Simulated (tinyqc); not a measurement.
What moves the results: Shockley-Read-Hall recombination through one deep level. A value that a table varies takes the place of the one given here.

One level at Et with degeneracy 1: tn = 1/(sn vth Nt), tp = 1/(sp_ vth Nt), n1 = Nc exp((Et - Eg)/kT), p1 = Nv exp(-Et/kT), ni^2 = n1 p1. Equilibrium p0 = Nm, n0 = ni^2/Nm; n = n0 + dn, p = p0 + dn. U = (n p - ni^2)/(tp (n + n1) + tn (p + p1)), lifetime dn/U; emission rates en = sn vth n1, ep = sp_ vth p1.

Constants: kB = 8.617333262e-05 eV/K.

Inputs chosen for the exercise (gap and densities of states near those of GaAs at this temperature; the results hold for these values, not for the real material): E1 = 0.288 eV (level (0/-1) above Ev); E2 = 1.119 eV (level (-1/-2) above Ev); gm = 2 (degeneracy of the middle state, the others 1); T = 450 K; Eg = 1.351 eV (gap); Nc = 7.64e+17 1/cm^3 (conduction-band density of states); Nv = 1.77e+19 1/cm^3 (valence-band density of states); Nd = -1.6e+13 1/cm^3 (ionised shallow donors minus acceptors); Et = 0.288 eV (recombination level above Ev); Nt = 1.1e+14 1/cm^3 (defects); sn = 4.5e-14 cm^2 (electron capture cross-section); sp_ = 1.3e-14 cm^2 (hole capture cross-section); vth = 17000000 cm/s (thermal velocity, both carriers); Nm = 9e+15 1/cm^3 (equilibrium holes for the lifetime steps); dn = 7.3e+13 1/cm^3 (excess pairs).

## Charge state against the Fermi level (deep level with several charge states)

Energies from Ev. The defect has charge states 0, -1, -2 with weights 1, gm exp((EF - E1)/kT), exp((2 EF - E1 - E2)/kT); the shares are the weights over their sum. Boltzmann carriers: n = Nc exp((EF - Eg)/kT), p = Nv exp(-EF/kT). Neutrality: p - n + Nd + Nt <q> = 0.

Shares:
```
EF (eV)      0     -1     -2     <q>
0.081    0.990  0.010  0.000  -0.010
0.189    0.865  0.135  0.000  -0.135
0.297    0.284  0.716  0.000  -0.716
0.405    0.024  0.976  0.000  -0.976
0.513    0.002  0.998  0.000  -0.998
0.621    0.000  1.000  0.000  -1.000
0.730    0.000  1.000  0.000  -1.000
0.838    0.000  1.000  0.000  -1.000
0.946    0.000  0.994  0.006  -1.006
1.054    0.000  0.914  0.086  -1.086
1.162    0.000  0.398  0.602  -1.602
1.270    0.000  0.039  0.961  -1.961
```

Where the levels are several kT apart the middle state rules between about E1 - kT ln gm = 0.261 and E2 + kT ln gm = 1.146 eV; its largest share listed is 1.000. Each step spreads from 10 % to 90 % over 4.4 kT = 0.170 eV.

## Defects against doping (deep level with several charge states)

Nt takes the listed multiples of |Nd|; the resistivity uses mobilities of 1000 (electrons) and 300 (holes) cm^2/(V s), chosen for the exercise, and e = 1.602176634e-19 C.

Neutral state:
```
Nt/|Nd|  EF (eV)  n (1/cm^3)  p (1/cm^3)  rho (ohm cm)
0.01      0.5393    6.20e+08    1.62e+13      1.29e+03
0.10      0.5360    5.69e+08    1.76e+13      1.18e+03
0.30      0.5295    4.81e+08    2.08e+13      1.00e+03
0.60      0.5214    3.91e+08    2.56e+13           813
0.90      0.5148    3.30e+08    3.04e+13           685
1.10      0.5109    2.98e+08    3.36e+13           620
1.50      0.5042    2.51e+08    4.00e+13           521
3.00      0.4860    1.57e+08    6.39e+13           326
10.00     0.4470    5.73e+07    1.75e+14           119
```

EF goes from 0.539 to 0.447 eV and the resistivity from 1.29e+03 to 119 ohm cm, with a largest value of 1.29e+03. The largest move of EF, -0.039 eV, comes between Nt/|Nd| = 3 and 10; the levels lie at 0.288 and 1.119 eV. A defect can take up to two electrons but give none, so it adds holes rather than removing them.

## Lifetime against injection

Recombination:
```
dn (1/cm^3)  lifetime (microsecond)  U (1/(cm^3 s))
1.0e+11                     0.02579        3.88e+18
1.0e+12                     0.02579        3.88e+19
1.0e+13                     0.02582        3.87e+20
1.0e+14                     0.02609        3.83e+21
1.0e+15                     0.02851        3.51e+22
1.0e+16                     0.04012        2.49e+23
1.0e+17                     0.05077        1.97e+24
1.0e+18                     0.05278        1.89e+25
```

The lifetime rises from 0.02579 to 0.05278 microsecond; tn + tp = 0.05302. At low injection it is tn (1 + p1/p0) + tp n1/p0 with n1/Nm = 1.1e-10 and p1/Nm = 1.2: re-emission lengthens it to 2.17 times the minority capture time. Auger and radiative paths are left out; they cut in at the highest injections, and in a doped direct-gap crystal the radiative one counts at all injections. dn = dp neglects trapped charge, which matters where the traps hold a charge comparable with dn, at low injection and with very unequal cross sections.

## Where a level does most harm

Et takes the values listed; G = Nt en ep/(en + ep) in a depleted region; the lifetime is for dn = 1e11 1/cm^3.

Results:
```
Et (eV)  lifetime (microsecond)  G (1/(cm^3 s))
0.081                      2.91        3.84e+11
0.189                     0.191        6.23e+12
0.297                    0.0229        1.01e+14
0.405                    0.0126        1.63e+15
0.513                    0.0119        2.65e+16
0.621                    0.0119        4.25e+17
0.730                    0.0119        2.05e+18
0.838                    0.0119        1.77e+17
0.946                    0.0120        1.09e+16
1.054                    0.0135        6.75e+14
1.162                    0.0386        4.17e+13
1.270                     0.444        2.57e+12
```

Generation peaks where en = ep, at Eg/2 + (kT/2) ln(sp_ Nv/(sn Nc)) = 0.712 eV; the largest value listed is at 0.730 eV, and G falls by a decade for each 0.089 eV away from the peak. The lifetime is within a factor 2 of its minimum, 0.0119 microsecond, from 0.297 to 1.054 eV: recombination tolerates a wide range of Et, generation a narrow one.

## What moves lifetime and leakage

G = Nt en ep/(en + ep). Each row changes one parameter from the base and keeps the others.

Results:
```
case                  lifetime (microsecond)  G (1/(cm^3 s))
base                                 0.02601        8.00e+13
Et = 0.328 eV                        0.01713        2.24e+14
sn = 9e-14 cm^2                      0.01317        1.60e+14
sp_ = 2.6e-14 cm^2                   0.02584        8.00e+13
Nt = 5.5e+13 1/cm^3                  0.05202        4.00e+13
Nm = 2.7e+16 1/cm^3                  0.01662        8.00e+13
dn = 2.19e+14 1/cm^3                 0.02644        8.00e+13
```

The largest shifts from the base row, up to three for each result and ties (the steps differ in size, so this ranks the rows, not the parameters). lifetime (microsecond): Nt +0.0260, sn -0.0128, Nm -0.00939. G (1/(cm^3 s)): Et +1.44e+14, sn +8.00e+13, Nt -4.00e+13; unchanged at the printed digits by sp_, Nm and dn.

Computed by tinyqc, a small Python program: `OMP_NUM_THREADS=1 python tinyqc.py 1650158 1650159 out.jsonl` (the numbers bound the seed that draws the inputs); one thread of a shared host (Intel(R) Xeon(R) Processor @ 2.30GHz), about 0.01 s for the whole set of steps.
